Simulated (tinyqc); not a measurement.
Inside a calculation. Method: plane-wave Kohn-Sham cycle with exchange-only LDA in a layered model solid. Computed by tinyqc, a small Python program that keeps every step. Settings: points = 16, plane-wave index or count = 3, electrons = 4, k points = 1, area = 26.0, mixing = 0.3, iteration cap = 57, Kerker q0 = 1.15. Command: `OMP_NUM_THREADS=1 python tinyqc.py 29173 29174 out.jsonl` (the two numbers bound the seeds that draw the settings). One thread of a shared host (Intel(R) Xeon(R) Processor @ 2.60GHz), about 0.01 s of CPU time with the checks.

A solid whose potential varies along x alone (atomic units):
```
parameter                      value
period a                   11.600000
cross-section of the cell  26.000000
electrons per cell                 4
grid points                       16
plane waves -n..n, n               3
k points                           1
V1 in V1 cos(2 pi x/a)     -0.530000
```

Stop when sqrt(dV sum R^2) is below 1e-8, dV = a A/N.

Course of the cycle:
```
iteration  E (hartree)  norm of the residual
1            -1.360434              2.10e-01
2            -1.279650              1.93e-01
3            -1.210047              1.78e-01
4            -1.150415              1.63e-01
5            -1.099560              1.50e-01
6            -1.056370              1.38e-01
7            -1.019832              1.27e-01
8            -0.989042              1.17e-01
9            -0.963196              1.07e-01
10           -0.941586              9.86e-02
11           -0.923589              9.04e-02
...                ...                   ...
47           -0.844136              2.35e-03
48           -0.844135              2.12e-03
49           -0.844135              1.91e-03
50           -0.844135              1.72e-03
51           -0.844135              1.55e-03
52           -0.844135              1.39e-03
53           -0.844135              1.25e-03
54           -0.844135              1.13e-03
55           -0.844135              1.02e-03
56           -0.844135              9.18e-04
57           -0.844135              8.28e-04
```

Can the last value be used, and what does the course show?

Not by the stop rule, although the second column moves by less than 1e-06 over the last three steps. Not converged within 57 iterations: the residual falls steadily but slowly, by a factor of about 0.90 a step. Reruns (cap 100 unless said): mixing 0.1: not converged; mixing 0.5, Kerker q0 1.0: converged in 78 (E = -0.84414); mixing 0.3, Pulay depth 5: converged in 25 (E = -0.84414); the original settings with a cap of 400: converged in 167 (E = -0.84414).
